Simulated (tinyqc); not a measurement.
## Reflectance at normal incidence against thickness

Normal incidence on air, film (n1) and substrate (N2 = n2 - i k2): r01 = (1 - n1)/(1 + n1), r12 = (n1 - N2)/(n1 + N2), amplitude (r01 + r12 X)/(1 + r01 r12 X), X = exp(-4 pi i n1 d/lam), R its squared modulus, phase from 0 to 360 degrees.

Values chosen for this exercise: wavelength lam = 546.1 nm; index of the transparent film n1 = 1.653; index of the substrate n2 = 4.086; extinction coefficient of the substrate k2 = 0.031.

Reflectance at normal incidence against thickness:
```
d (nm)   R (%)  phase of the reflected amplitude (degrees)
0       36.819                                      179.77
21      33.307                                      154.47
42      23.234                                      124.64
64      9.4786                                      78.204
85      4.0644                                      345.94
106     12.514                                      268.15
128     26.256                                      227.22
149     34.818                                      199.04
170     36.623                                      174.12
```

R goes from 36.8 through a minimum of 4.06 (at d = 85 nm among the rows listed) to 36.6 %. At a quarter wave, d = 82.6 nm, R = 3.94 %; for a transparent substrate it would vanish for n1 = sqrt(n2) = 2.02.

Computed by the program tinyqc: `OMP_NUM_THREADS=1 python tinyqc.py 2870176 2870177 out.jsonl`, one thread of a shared Intel Xeon 2.30GHz, about 0.01 s for the whole run.
